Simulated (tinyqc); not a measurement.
What moves the results: deformation-potential model of the Delta valleys of a conduction band. A value that a table varies takes the place of the one given here.

Valleys with axes along x, y and z, each a pair at +k and -k. Herring-Vogt shift of a valley with unit axis a: dE = Xd tr(e) + Xu a.e.a. Non-degenerate shares n_i = exp(-dE_i/kT)/sum_j exp(-dE_j/kT). Inverse mass tensor of a valley: (1 - a a)/mt + a a/ml; the masses are taken as independent of strain.

s11 = (C11 + C12)/((C11 - C12)(C11 + 2 C12)), s12 = -C12/((C11 - C12)(C11 + 2 C12)), s44 = 1/C44; exx = s11 sxx + s12 (syy + szz) and cyclic, exy = s44 sxy/2; tension is positive. A uniaxial stress X along the unit vector n is s_ij = X n_i n_j.

Constants: kB = 8.617333262e-05 eV/K.

Parameters, chosen for this exercise (near those of Si; shifted at random, so the results belong to these values and not to a real crystal): ml = 0.891 m0 (longitudinal mass); mt = 0.195 m0 (transverse mass); Xd = 1.11 eV (dilation potential); Xu = 8.75 eV (uniaxial potential); C11 = 164.2 GPa; C12 = 60.1 GPa; C44 = 79.7 GPa; load = uniaxial [110] (kind of stress); T = 300 K (temperature); X1 = 0.7 GPa (size of the stress); X = 1.75 GPa (stress).

## Sweep of a uniaxial [110] stress

m_c = 1/(u.M.u) along [001] with M = sum_i n_i (inverse mass tensor); gain against zero stress at a fixed scattering time.

Results:

| X (GPa) | spread (meV) | lowest edge (meV) | n x | n y | n z | m_c (m0) | gain (%) |
|---|---|---|---|---|---|---|---|
| -1.00 | 42.0 | -28.2 | 0.455 | 0.455 | 0.090 | 0.2097 | 25.7 |
| -0.50 | 21.0 | -14.1 | 0.409 | 0.409 | 0.182 | 0.2272 | 16.0 |
| -0.20 | 8.4 | -5.6 | 0.367 | 0.367 | 0.265 | 0.2460 | 7.2 |
| 0.00 | 0.0 | 0.0 | 0.333 | 0.333 | 0.333 | 0.2636 | 0.0 |
| 0.20 | 8.4 | -2.8 | 0.295 | 0.295 | 0.409 | 0.2866 | -8.0 |
| 0.50 | 21.0 | -6.9 | 0.235 | 0.235 | 0.530 | 0.3327 | -20.8 |
| 1.00 | 42.0 | -13.9 | 0.141 | 0.141 | 0.718 | 0.4437 | -40.6 |

What does this show?

Along [001] the gain is +25.7 % at -1.00 GPa and -40.6 % at 1.00 GPa. The slope at zero stress (from +/- 0.001 GPa), -38.2 % per GPa, carried to the ends would give +38 and -38 %; the response is lopsided, at one end still at or above the line; it saturates once the spread passes a few kT (kT = 25.9 meV, spread up to 42 meV).

## Gain for each load and current direction

Each load has the size X1. Gain m_c(0)/m_c - 1 in per cent from repopulation alone, m_c = 1/(u.M.u), M = sum_i n_i (inverse mass tensor); biaxial means sxx = syy.

Gain (%); + is tension, - compression:

| load | [100] | [010] | [001] | [110] | [1-10] | [111] |
|---|---|---|---|---|---|---|
| uniaxial [110] (+) | 14.6 | 14.6 | -29.2 | 14.6 | 14.6 | 0.0 |
| uniaxial [110] (-) | -10.3 | -10.3 | 20.6 | -10.3 | -10.3 | 0.0 |
| uniaxial [100] (+) | 30.0 | -15.0 | -15.0 | 7.5 | 7.5 | 0.0 |
| uniaxial [100] (-) | -52.4 | 26.2 | 26.2 | -13.1 | -13.1 | 0.0 |
| uniaxial [111] (+) | 0.0 | 0.0 | 0.0 | 0.0 | 0.0 | 0.0 |
| uniaxial [111] (-) | 0.0 | 0.0 | 0.0 | 0.0 | 0.0 | 0.0 |
| biaxial (001) (+) | 26.2 | 26.2 | -52.4 | 26.2 | 26.2 | 0.0 |
| biaxial (001) (-) | -15.0 | -15.0 | 30.0 | -15.0 | -15.0 | 0.0 |

What can be read from the table?

The largest gain is +30.0 %, for uniaxial [100] (+) with the current along [100] and biaxial (001) (-) with the current along [001]; for a [110] channel it is +26.2 %, under biaxial (001) (+). No gain or loss appears under uniaxial [111]: the valleys stay equivalent (in real silicon shear also changes the masses, which this model leaves out).

## Temperature and repopulation

The load is fixed; m_c along [001] as 1/(u.M.u).

Results:

| T (K) | kT (meV) | n x | n y | n z | m_c (m0) |
|---|---|---|---|---|---|
| 50 | 4.31 | 0.000 | 0.000 | 1.000 | 0.8910 |
| 77 | 6.64 | 0.000 | 0.000 | 1.000 | 0.8909 |
| 150 | 12.93 | 0.003 | 0.003 | 0.993 | 0.8701 |
| 225 | 19.39 | 0.022 | 0.022 | 0.957 | 0.7722 |
| 300 | 25.85 | 0.052 | 0.052 | 0.896 | 0.6495 |
| 400 | 34.47 | 0.096 | 0.096 | 0.809 | 0.5293 |
| 500 | 43.09 | 0.133 | 0.133 | 0.734 | 0.4569 |

What does this show, and why?

The largest share falls from 1.000 at 50 K to 0.734 at 500 K (equal shares: 0.333); m_c goes from 0.8910 to 0.4569, against 0.2636 without stress. Only spread/kT enters, so the small-stress response goes as 1/T.

## What each parameter does

Spread of the valley edges, lowest edge, largest share and m_c along [001]. Each row changes one parameter from the base and keeps the others.

Results:

| case | spread (meV) | lowest edge (meV) | largest share | m_c (m0) |
|---|---|---|---|---|
| base | 73.55 | -24.25 | 0.8958 | 0.6495 |
| ml = 1.069 m0 | 73.55 | -24.25 | 0.8958 | 0.7288 |
| mt = 0.234 m0 | 73.55 | -24.25 | 0.8958 | 0.6894 |
| Xd = 1.332 eV | 73.55 | -22.89 | 0.8958 | 0.6495 |
| Xu = 7 eV | 58.84 | -18.04 | 0.8296 | 0.5540 |
| C11 = 131.36 GPa | 107.44 | -43.62 | 0.9696 | 0.8038 |
| C12 = 48.08 GPa | 65.93 | -16.89 | 0.8650 | 0.6012 |
| C44 = 95.64 GPa | 73.55 | -24.25 | 0.8958 | 0.6495 |
| X = 1.4 GPa | 58.84 | -19.40 | 0.8296 | 0.5540 |
| T = 360 K | 73.55 | -24.25 | 0.8426 | 0.5705 |

What can be read from the table?

The largest shifts from the base row, up to three for each result and ties (the steps differ in size, so this ranks the rows, not the parameters). spread (meV): C11 +33.89, X -14.71, Xu -14.71; unchanged at the printed digits by ml, mt, Xd, C44 and T. lowest edge (meV): C11 -19.36, C12 +7.36, Xu +6.22; unchanged at the printed digits by ml, mt, C44 and T. largest share: C11 +0.0738, Xu -0.0662, X -0.0662; unchanged at the printed digits by ml, mt, Xd and C44. m_c (m0): C11 +0.1543, Xu -0.0955, X -0.0955; unchanged at the printed digits by Xd and C44. Xd moves all valleys together, so it shifts the edge and nothing else.

Computed by tinyqc, a small Python program: `OMP_NUM_THREADS=1 python tinyqc.py 1080434 1080435 out.jsonl` (the numbers bound the seed that draws the inputs); one thread of a shared host (Intel(R) Xeon(R) Processor @ 2.30GHz), about 0.03 s for the whole set of steps.
